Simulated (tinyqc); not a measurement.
# Free and trapped electrons in a MOS channel with a dense trap tail: effects of single changes

p-type body, charge-sheet picture, full ionisation (an idealisation for deep acceptors), Boltzmann statistics for free electrons. e = Ec - EF at the surface. Acceptor-like traps of density D(E) = D0 + De exp(-E/Ew) at depth E below Ec, from 0 to Eu, hold n_t = integral of D(E)/(1 + exp((e - E)/Vt)). psi = Eg - Vt ln(Nv/Na) - e; N_dep = sqrt(2 eps0 eps_r Na (psi - Vt)/q); n_f = sqrt(N_dep^2 + 2 eps0 eps_r Vt Nc exp(-e/Vt)/q) - N_dep; Vg = Vfb + psi + q (N_dep + n_t + n_f)/Cox, Cox = eps0 eox/tox.

Parameters, values chosen for the exercise; band and dielectric values close to those of 4H silicon carbide: temperature T = 250 K; band gap Eg = 3.29 eV; relative permittivity eps_r = 9.73; conduction-band density of states at T Nc = 1.29e19 cm^-3; valence-band density of states at T Nv = 1.94e19 cm^-3; relative permittivity of the insulator eox = 3.9; insulator thickness tox = 75 nm; acceptor density Na = 4.5e15 cm^-3; flat-band voltage without trapped charge Vfb = -2.04 V; constant background density of acceptor-like traps D0 = 1.7e10 cm^-2 eV^-1; density of the tail at the conduction edge De = 7.2e12 cm^-2 eV^-1; decay energy of the tail Ew = 0.09 eV; depth below Ec down to which the traps reach Eu = 0.76 eV; mobility of free electrons mf = 110 cm^2/(V s).

Constants: q = 1.602176634e-19 C, kB = 1.380649e-23 J/K, Vt = kB T/q, eps0 = 8.8541878128e-14 F/cm where lengths are in cm. Results are converted to the units shown.

Each table varies one quantity; the others keep the values above.

## Free and trapped charge against gate voltage

Free share n_f/(n_f + n_t); swing ln 10 n_f/(dn_f/dVg); field-effect mobility mf q (dn_f/dVg)/Cox, for a constant mf; oxide field q (N_dep + n_t + n_f)/(eps0 eox).

Results:
```
Vg (V),e (eV),n_f (cm^-2),n_t (cm^-2),free share (%),swing (mV/decade),field-effect mobility (cm^2/(V s)),oxide field (MV/cm)
2.1,0.3297,9.218e5,2.546e10,0.003620,99.45,0.008170,0.1813
3.5,0.08709,6.353e10,2.788e11,18.56,1109,50.50,0.3357
5,0.04485,3.373e11,4.212e11,44.47,3632,81.86,0.5300
6.4,0.02494,6.577e11,4.962e11,57.00,6285,92.23,0.7140
7.8,0.01103,1.007e12,5.445e11,64.90,9036,98.22,0.8988
9.2,2.912e-4,1.374e12,5.764e11,70.44,1.187e4,102.0,1.084
10.7,-0.009011,1.779e12,5.991e11,74.80,1.499e4,104.6,1.283
13.5,-0.02253,2.554e12,6.236e11,80.38,2.102e4,107.1,1.654
```

Estimate the missing row, Vg = 12.1 V.

Computed row:
```
Vg (V),e (eV),n_f (cm^-2),n_t (cm^-2),free share (%),swing (mV/decade),field-effect mobility (cm^2/(V s)),oxide field (MV/cm)
12.1,-0.01627,2.164e12,6.135e11,77.91,1.798e4,106.1,1.469
```

With this row back in the table: n_f reaches 1e11 cm^-2 at Vg = 3.75 V, against 2.67 V without traps. The free share rises from 0.00362 to 80.4 % and the field-effect mobility rises from 0.00817 to 107 cm^2/(V s), although mf = 110 is constant: in the last row 97.4 % of Cox dVg goes into free electrons. The swing in the first row is 99.4 mV a decade (Vt ln 10 = 49.6). For Vg = 6.4, 7.8, 9.2, 10.7, 12.1, 13.5 EF lies less than 2 Vt below the band edge, or above it, where degeneracy and confinement, left out, matter.

## Effect of the decay energy of the tail

VT is the Vg for n_f = 1e11 cm^-2; swing ln 10 n_f/(dn_f/dVg) at n_f = 1e8 cm^-2; the last three columns are for Vg = VT + 6 V, with free share n_f/(n_f + n_t) and field-effect mobility mf q (dn_f/dVg)/Cox; there EF is near the band edge, where Boltzmann statistics are rough.

Results:
```
Ew (eV),e at VT (eV),VT (V),q n_t/Cox at VT (V),swing (mV/decade),n_f (cm^-2),free share (%),field-effect mobility (cm^2/(V s))
0.03,0.07635,2.827,0.1573,66.50,1.658e12,90.09,105.7
0.05,0.07635,3.060,0.3904,82.72,1.595e12,83.60,104.5
0.07,0.07635,3.380,0.7102,120.9,1.552e12,77.60,103.7
0.09,0.07635,3.752,1.082,173.4,1.522e12,72.20,103.1
0.13,0.07635,4.577,1.907,290.2,1.482e12,63.19,102.3
0.15,0.07635,5.006,2.336,346.5,1.468e12,59.47,102.0
0.17,0.07635,5.435,2.765,399.2,1.457e12,56.21,101.8
```

Estimate the missing row, Ew = 0.11 eV.

Computed row:
```
Ew (eV),e at VT (eV),VT (V),q n_t/Cox at VT (V),swing (mV/decade),n_f (cm^-2),free share (%),field-effect mobility (cm^2/(V s))
0.11,0.07635,4.156,1.486,231.6,1.499e12,67.41,102.6
```

With this row back in the table: As Ew goes from 0.03 to 0.17, VT rises from 2.83 to 5.44 V, its part due to traps rises from 0.157 to 2.77 V, the swing rises from 66.5 to 399 mV/decade and the field-effect mobility falls from 106 to 102 cm^2/(V s).

Program tinyqc, `OMP_NUM_THREADS=1 python tinyqc.py 2222182 2222183 out.jsonl`; Intel Xeon 2.30GHz, shared host, one thread, about 0.02 s.
